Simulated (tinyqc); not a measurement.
Thickness from the minima: X-ray reflectivity of a thin film on silicon: critical angles, Parratt recursion, fringes and roughness. Computed by tinyqc, a small Python program. Command: `OMP_NUM_THREADS=1 python tinyqc.py 3120742 3120743 out.jsonl xrr walk`. One thread of a shared host (Intel(R) Xeon(R) Processor @ 2.30GHz), about 0.01 s of CPU time with the checks.

n = 1 - delta + i beta; the classical electron radius is r_e = 2.8179403e-6 nm. Layer 0 is vacuum, 1 the film, 2 the substrate.

Inputs (values chosen for the exercise, modelled on ruthenium on silicon, copper K-alpha radiation):

| quantity | value | unit |
|---|---|---|
| wavelength lambda | 0.15406 | nm |
| film density rho | 12.3 | g/cm^3 |
| effective electrons per unit mass, film | 0.433 | mol/g |
| beta/delta, film | 0.089 | - |
| film thickness d | 11.1 | nm |
| roughness of the surface sigma_1 | 0.95 | nm |
| roughness of the interface sigma_2 | 0.64 | nm |
| substrate density | 2.33 | g/cm^3 |
| effective electrons per unit mass, substrate | 0.507 | mol/g |
| beta/delta, substrate | 0.023 | - |
| grazing angle theta | 1.23 | degrees |

Constants: N_A = 6.02214076e+23 1/mol.

Method:
- delta = r_e lambda^2 rho_e/(2 pi), rho_e = density x electrons per mass x N_A; critical angle sqrt(2 delta), q_c = 4 sqrt(pi r_e rho_e).
- k_j = (2 pi/lambda) sqrt(sin^2 theta - 2 delta_j + 2 i beta_j); r_ij = (k_i - k_j)/(k_i + k_j) x exp(-2 k_i k_j sigma^2) (Nevot-Croce); r = (r_01 + r_12 p)/(1 + r_01 r_12 p), p = exp(2 i k_1 d); R = |r|^2.
- Far above the critical angle the period is d theta = lambda/(2 d), or 2 pi/d in q; the envelope runs between (|r_01| - |r_12 p|)^2 and (|r_01| + |r_12 p|)^2; contrast = 2 a b/(a^2 + b^2) with a = |r_01|, b = |r_12 p|; roughness factors on the amplitudes are about exp(-q^2 sigma^2/2).
- Minima of R theta^4 are located on 6001 points over 7.5 periods, from 1.15 times the larger critical angle. With refraction, sin^2(theta_m) = 2 delta + m^2 (lambda/(2 d))^2, m integer or half-integer; the first six minima are used, and the first order is the one that minimises the largest residual of the least-squares line plus the distance of its intercept from 2 delta. Without refraction, d = lambda/(2 x mean step of sin theta).

Constants:

| layer | rho_e (1/nm^3) | delta | beta | critical angle (degrees) | q_c (1/nm) |
|---|---|---|---|---|---|
| film | 3207.33 | 3.41410e-05 | 3.03854e-06 | 0.473451 | 0.674020 |
| substrate | 711.40 | 7.57263e-06 | 1.74170e-07 | 0.222977 | 0.317437 |

period in theta = 0.397612 degrees

Minima:

| order m | theta (degrees) | sin^2 theta |
|---|---|---|
| 1 | 0.6205 | 0.0001173 |
| 2 | 0.9262 | 0.0002613 |
| 3 | 1.2835 | 0.0005018 |
| 4 | 1.6618 | 0.0008409 |
| 5 | 2.0658 | 0.0012994 |

d with refraction = 10.985 nm

d without refraction = 12.218 nm

Against d = 11.1 nm the errors are -1.04 % with and +10.07 % without refraction. The orders are integers, as r_01 and r_12 have opposite signs for a film denser than the substrate.

Extremes, crossings and ranges named in words are read from the listed rows.
